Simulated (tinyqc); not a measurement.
## Series resistance and length offset from two lengths at two overdrives

Problem. In strong inversion R W = Rsd + k(x)(L - dL), k(x) = (1 + th1 x)/(mu0 Cox x), x the overdrive, Cox = eps0 eox/tox, with Rsd and dL independent of x. Find dL, Rsd, mu0 and th1.

Parameters, values chosen for the exercise:
- eox = 3.9 (relative permittivity of the gate insulator (close to silicon dioxide))
- tox = 3.9 nm (insulator thickness)

Constants: eps0 = 8.8541878128e-14 F/cm where lengths are in cm. Results are converted to the units shown.

total resistance times width (ohm um):

|  | L = 0.092 um | L = 0.95 um |
|---|---|---|
| overdrive 0.51 V | 1895.41292 | 20490.1367 |
| overdrive 1.26 V | 996.659838 | 9309.64839 |

Answer. At each overdrive R W is a straight line in L; the two lines cross at L = dL, R W = Rsd. Their slopes give k x = (1 + th1 x)/(mu0 Cox), a straight line in x.

dL = 0.01700 um
Rsd = 270.0 ohm um
mu0 = 110.0 cm^2/(V s)
th1 = 0.1500 1/V

tinyqc, about 0.02 s, one thread, Intel Xeon 2.30GHz (shared host): `OMP_NUM_THREADS=1 python tinyqc.py 2210172 2210173 out.jsonl`
